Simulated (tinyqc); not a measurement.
## Free and trapped electrons in a MOS channel with a dense trap tail: effect of the decay energy of the tail

p-type body, charge-sheet picture, full ionisation (an idealisation for deep acceptors), Boltzmann statistics for free electrons. e = Ec - EF at the surface. Acceptor-like traps of density D(E) = D0 + De exp(-E/Ew) at depth E below Ec, from 0 to Eu, hold n_t = integral of D(E)/(1 + exp((e - E)/Vt)). psi = Eg - Vt ln(Nv/Na) - e; N_dep = sqrt(2 eps0 eps_r Na (psi - Vt)/q); n_f = sqrt(N_dep^2 + 2 eps0 eps_r Vt Nc exp(-e/Vt)/q) - N_dep; Vg = Vfb + psi + q (N_dep + n_t + n_f)/Cox, Cox = eps0 eox/tox.

VT is the Vg for n_f = 1e11 cm^-2; swing ln 10 n_f/(dn_f/dVg) at n_f = 1e8 cm^-2; the last three columns are for Vg = VT + 6.1 V, with free share n_f/(n_f + n_t) and field-effect mobility mf q (dn_f/dVg)/Cox; there EF is near the band edge, where Boltzmann statistics are rough.

Parameters, values chosen for the exercise; band and dielectric values close to those of 4H silicon carbide:
- T = 300 K (temperature)
- Eg = 3.24 eV (band gap)
- eps_r = 9.68 (relative permittivity)
- Nc = 1.69e19 cm^-3 (conduction-band density of states at T)
- Nv = 2.53e19 cm^-3 (valence-band density of states at T)
- eox = 3.9 (relative permittivity of the insulator)
- tox = 76 nm (insulator thickness)
- Na = 2.2e16 cm^-3 (acceptor density)
- Vfb = -2.79 V (flat-band voltage without trapped charge)
- D0 = 4.9e10 cm^-2 eV^-1 (constant background density of acceptor-like traps)
- De = 4.9e12 cm^-2 eV^-1 (density of the tail at the conduction edge)
- Eu = 0.81 eV (depth below Ec down to which the traps reach)
- mf = 130 cm^2/(V s) (mobility of free electrons)

Constants: q = 1.602176634e-19 C, kB = 1.380649e-23 J/K, Vt = kB T/q, eps0 = 8.8541878128e-14 F/cm where lengths are in cm. Results are converted to the units shown.

Result of one run:
```
e at VT (eV),VT (V),q n_t/Cox at VT (V),swing (mV/decade),n_f (cm^-2),free share (%),field-effect mobility (cm^2/(V s))
0.08469,3.675,0.2018,102.4,1.700e12,91.93,125.9
```

Which decay energy of the tail Ew gave this result: 0.03, 0.05, 0.09, 0.11 or 0.15 eV?

Ew = 0.03 eV.

The whole series:
```
Ew (eV),e at VT (eV),VT (V),q n_t/Cox at VT (V),swing (mV/decade),n_f (cm^-2),free share (%),field-effect mobility (cm^2/(V s))
0.03,0.08469,3.675,0.2018,102.4,1.700e12,91.93,125.9
0.05,0.08469,3.822,0.3489,109.9,1.655e12,87.52,124.9
0.07,0.08469,4.028,0.5552,131.1,1.623e12,83.23,124.3
0.09,0.08469,4.272,0.7994,163.8,1.600e12,79.21,123.8
0.11,0.08469,4.540,1.068,203.0,1.582e12,75.48,123.4
0.13,0.08469,4.823,1.351,244.8,1.568e12,72.06,123.1
0.15,0.08469,5.114,1.642,286.5,1.557e12,68.93,122.9
0.17,0.08469,5.408,1.935,326.8,1.548e12,66.09,122.7
```

As Ew goes from 0.03 to 0.17, VT rises from 3.67 to 5.41 V, its part due to traps rises from 0.202 to 1.94 V, the swing rises from 102 to 327 mV/decade and the field-effect mobility falls from 126 to 123 cm^2/(V s).

Program tinyqc, `OMP_NUM_THREADS=1 python tinyqc.py 2222056 2222057 out.jsonl`; Intel Xeon 2.30GHz, shared host, one thread, about 0.03 s.
